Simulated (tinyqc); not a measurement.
Worked calculation: complex band structure along [001] in sp3s* tight binding. Values are carried at full precision from step to step, so a last printed digit may differ when a step is redone from the rounded ones.

For k = (0, 0, kz) the phase sums are g0 = cos(phi) and g3 = i sin(phi), phi = kz a/4, and the s, pz, s* orbitals of anion (a) and cation (c) decouple from px, py. With z = exp(i phi), H(z) = H0 + z T + T^T/z for any complex z. H0 is diagonal (Esa, Epa, Exa, Esc, Epc, Exc). The anion-cation block is B(z) = z U + W/z and the cation-anion block z W^T + U^T/z, where U has Vss/2 (s,s), Vsapc/2 (s,z), -Vscpa/2 (z,s), Vxx/2 (z,z), Vxapc/2 (s*,z), -Vpaxc/2 (z,s*), and W has the same values with the s-z and s*-z signs reversed. |z| = 1 is a band state, |z| < 1 decays along [001] as exp(-kappa d) over a distance d, kappa = -(4/a) ln|z|. No spin-orbit coupling.

Constants: hbar^2/2m0 = 3.80998211 eV angstrom^2.

Values chosen for the exercise (out of a larger set: near a published set for InAs, fitted to gaps, whose masses and valley positions are rough (light masses up to twice too heavy); not measured data): p = (-9.594, 0.913, -2.701, 3.742, 7.38, 6.784, -5.595, 1.822, 4.452, 3.021, 5.394, 3.364, 3.876) eV (order Esa, Epa, Esc, Epc, Exa, Exc, Vss, Vxx, Vxy, Vsapc, Vscpa, Vxapc, Vpaxc); dE = 0.14 eV (E - Ev); a = 6.064 angstrom (lattice constant).

## The layer matrices

Parameters in the order Esa, Epa, Esc, Epc, Exa, Exc, Vss, Vxx, Vxy, Vsapc, Vscpa, Vxapc, Vpaxc. Form H0 and T.

diagonal of H0 (eV): sa -9.5940, za 0.9130, s*a 7.3800, sc -2.7010, zc 3.7420, s*c 6.7840

T (eV):
```
          sa      za      s*a       sc      zc      s*c
sa    0.0000  0.0000   0.0000  -2.7975  1.5105   0.0000
za    0.0000  0.0000   0.0000  -2.6970  0.9110  -1.9380
s*a   0.0000  0.0000   0.0000   0.0000  1.6820   0.0000
sc   -2.7975  2.6970   0.0000   0.0000  0.0000   0.0000
zc   -1.5105  0.9110  -1.6820   0.0000  0.0000   0.0000
s*c   0.0000  1.9380   0.0000   0.0000  0.0000   0.0000
```

## Edges at Gamma

At z = 1 the levels follow from the blocks [[Esa, Vss], [Vss, Esc]] and [[Epa, Vxx], [Vxx, Epc]]: Ev is the lower p root, and the direct gap ends at the lower of the upper roots.

Ev = 0.0209 eV
EG (direct gap) = 0.4030 eV

## Complex wave vectors at one energy in the gap

Solve det(H0 - E + z T + T^T/z) = 0 with E = Ev + dE, as the linear problem [[0, 1], [-T^T, E - H0]] x = z [[1, 0], [0, T]] x. Roots come as z, -z, 1/z and conjugates; list those with 0 < |z| < 1 and Re z, Im z >= 0, by falling |z|. Re kz = arg(z)/(pi/2) in units of 2 pi/a, kappa = -(4/a) ln|z|.

Decaying roots:

| Re z | Im z | \|z\| | Re kz (2 pi/a) | kappa (1/angstrom) |
|---|---|---|---|---|
| 0.9614 | 0.0000 | 0.9614 | 0.0000 | 0.0259 |
| 0.0282 | 0.2874 | 0.2888 | 0.9377 | 0.8192 |

The slowest root has kappa = 0.0259 1/angstrom at Re kz = 0.000: a purely imaginary k at Gamma. The probability falls by exp(-2 kappa d), a factor 1.68 over 1 nm.

## The px, py block

For px and py the determinant gives (E - Epa)(E - Epc) = Vxx^2 cos^2(phi) + Vxy^2 sin^2(phi). With phi = i kappa a/4 this is sinh^2(kappa a/4) = ((E - Epa)(E - Epc) - Vxx^2)/(Vxx^2 - Vxy^2), E = Ev + dE. Parameters in the order Esa, Epa, Esc, Epc, Exa, Exc, Vss, Vxx, Vxy, Vsapc, Vscpa, Vxapc, Vpaxc.

sinh^2(kappa a/4) = 0.03795
kappa of the heavy-hole branch = 0.1277 1/angstrom

This branch decays faster than the slowest root of the s-pz block (0.0259), by a factor 4.92 in kappa.

## Band-edge masses of the same block

From the real bands: m/m0 = c h^2/|E(h) - E(0)| with kz = h = 0.001 1/angstrom for level 2 (light hole) and level 3 (electron) of the 6 x 6 matrix; c = hbar^2/2m0.

masses of this model, from the curvature at Gamma (m0): m_lh 0.0275, m_e 0.0293

These are masses of the nearest-neighbour model without spin-orbit coupling, which is fitted to gaps and often gives the electron too heavy.

## Checks

- Largest distance of a level of the 6 x 6 block at kz = 0.37 (2 pi/a) from a level of the full matrix, against zero (eV): both 0.000000.
- Kappa 0.1 meV above Ev against sqrt(m_lh E/c): 0.0008494 against 0.0008497.

Run: tinyqc, `OMP_NUM_THREADS=1 python tinyqc.py 1482684 1482685 out.jsonl`; Intel(R) Xeon(R) Processor @ 2.30GHz, one thread, shared host; about 0.01 s of CPU time with all checks.
